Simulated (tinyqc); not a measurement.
# Two-junction solar cell, detailed-balance limit: what changes with what

The top cell takes all photons above E1, the bottom cell those between E2 and E1. Each cell follows J = Jsc - J0 (exp(V/Vt) - 1) with J0 = q ge Phi(gap, T)/ERE; light emitted by one cell and absorbed by the other is left out. In series both carry one current; wired apart (four terminals) each works at its own maximum power point. Efficiencies are counted against Pin = fs X sigma Ts^4.

Inputs (values chosen for the exercise):
```
symbol,value,unit,meaning
T,300,K,cell temperature
Ts,4500,K,temperature of the black-body sun
fs,2.16e-5,,share of the hemisphere filled by the sun
X,500,,concentration
ERE,0.001,,external radiative efficiency
ge,2,,number of faces that emit
E2,1,eV,gap of the bottom cell
E1,1.72,eV,gap of the top cell
```

Constants: q = 1.602176634e-19 C, kB = 1.380649e-23 J/K, h = 6.62607015e-34 J s, c = 299792458 m/s, Vt = kB T/q. Results are converted to the units shown.

Each table varies one quantity; the others keep the values above.

## Effect of the external radiative efficiency

Photon flux above E from a black body at temperature T into a hemisphere: Phi(E, T) = A sum_k exp(-k E/th)[E^2 th/k + 2 E th^2/k^2 + 2 th^3/k^3], k = 1, 2, ..., with th = kB T/q in eV and A = 2 pi q^3/(h^3 c^2). J1 = q fs X Phi(E1, Ts), J2 = q fs X [Phi(E2, Ts) - Phi(E1, Ts)], J01 and J02 as above; sigma = 2 pi^5 kB^4/(15 h^3 c^2). In series V(J) = Vt [ln((J1 - J)/J01 + 1) + ln((J2 - J)/J02 + 1)], and J V(J) is largest where V = J Vt [1/(J1 - J + J01) + 1/(J2 - J + J02)]. Apart, each cell has (1 + v) exp(v) = 1 + Jsc/J0 at its maximum power point, v = Vmp/Vt.

The same in every row: J1 (mA/cm^2) = 3627; J2 (mA/cm^2) = 7112.

Result of one run:

| ERE | series efficiency (%) | four-terminal efficiency (%) |
|---|---|---|
| 0.0001 | 25.95 | 32.24 |

What becomes of these results when the external radiative efficiency ERE is changed from 0.0001 to 0.01, all else the same?

Result of the changed run:

| ERE | series efficiency (%) | four-terminal efficiency (%) |
|---|---|---|
| 0.01 | 29.34 | 37.16 |

The whole series:

| ERE | series efficiency (%) | four-terminal efficiency (%) |
|---|---|---|
| 1e-5 | 24.26 | 29.79 |
| 0.0001 | 25.95 | 32.24 |
| 0.001 | 27.65 | 34.69 |
| 0.01 | 29.34 | 37.16 |
| 0.1 | 31.04 | 39.62 |
| 1 | 32.74 | 42.10 |

As ERE goes from 1e-5 to 1, the series efficiency rises from 24.3 to 32.7 %, and the four-terminal one rises from 29.8 to 42.1 %. Among the rows the two lie closest, 5.5 points apart, at ERE = 1e-5, where J1/J2 = 0.510; the spread over the rows is 8.48 points in series and 12.3 apart. At ERE = 1 the open-circuit voltage of the bottom cell lies within 6 Vt of its gap, where the Boltzmann form begins to fail.

## Effect of the gap of the top cell

Same model as above.

Result of one run:

| E1 (eV) | J1 (mA/cm^2) | J2 (mA/cm^2) | series efficiency (%) | four-terminal efficiency (%) |
|---|---|---|---|---|
| 1.64 | 4141 | 6598 | 30.22 | 34.79 |

What becomes of these results when the gap of the top cell E1 is changed from 1.64 to 1.53 eV, all else the same?

Result of the changed run:

| E1 (eV) | J1 (mA/cm^2) | J2 (mA/cm^2) | series efficiency (%) | four-terminal efficiency (%) |
|---|---|---|---|---|
| 1.53 | 4948 | 5791 | 33.62 | 34.63 |

The whole series:

| E1 (eV) | J1 (mA/cm^2) | J2 (mA/cm^2) | series efficiency (%) | four-terminal efficiency (%) |
|---|---|---|---|---|
| 1.19 | 8281 | 2458 | 13.84 | 30.84 |
| 1.31 | 6951 | 3788 | 22.97 | 32.89 |
| 1.42 | 5881 | 4857 | 31.06 | 34.04 |
| 1.53 | 4948 | 5791 | 33.62 | 34.63 |
| 1.64 | 4141 | 6598 | 30.22 | 34.79 |
| 1.75 | 3448 | 7290 | 26.70 | 34.62 |
| 1.87 | 2810 | 7928 | 23.07 | 34.17 |
| 1.98 | 2319 | 8419 | 20.01 | 33.60 |

As E1 goes from 1.19 to 1.98 eV, the series efficiency goes from 13.8 through a maximum of 33.6 (at E1 = 1.53 eV among the rows listed) to 20.0 %, and the four-terminal one goes from 30.8 through a maximum of 34.8 (at E1 = 1.64 eV among the rows listed) to 33.6 %. Among the rows the two lie closest, 1.0 points apart, at E1 = 1.53 eV, where J1/J2 = 0.854; the spread over the rows is 19.8 points in series and 3.95 apart. Current matching makes the series cell the more sensitive one.

## Effect of the gap of the bottom cell

Same model as above.

The same in every row: J1 (mA/cm^2) = 3626.6.

Effect of the gap of the bottom cell:

| E2 (eV) | J2 (mA/cm^2) | series efficiency (%) | four-terminal efficiency (%) |
|---|---|---|---|
| 0.5 | 15057 | 21.457 | 28.361 |
| 0.65 | 12575 | 23.314 | 32.663 |
| 0.79 | 10282 | 25.059 | 34.777 |
| 0.94 | 7974.0 | 26.916 | 35.075 |
| 1.08 | 6025.3 | 28.595 | 33.797 |
| 1.23 | 4191.5 | 30.129 | 31.150 |
| 1.37 | 2723.5 | 24.107 | 27.842 |
| 1.52 | 1400.9 | 13.228 | 23.752 |

What does the table show?

As E2 goes from 0.5 to 1.52 eV, the series efficiency goes from 21.5 through a maximum of 30.1 (at E2 = 1.23 eV among the rows listed) to 13.2 %, and the four-terminal one goes from 28.4 through a maximum of 35.1 (at E2 = 0.94 eV among the rows listed) to 23.8 %. Among the rows the two lie closest, 1.0 points apart, at E2 = 1.23 eV, where J1/J2 = 0.865; the spread over the rows is 16.9 points in series and 11.3 apart.

Program tinyqc, `OMP_NUM_THREADS=1 python tinyqc.py 2820025 2820026 out.jsonl`; Intel Xeon 2.30GHz, shared host, one thread, about 0.01 s.
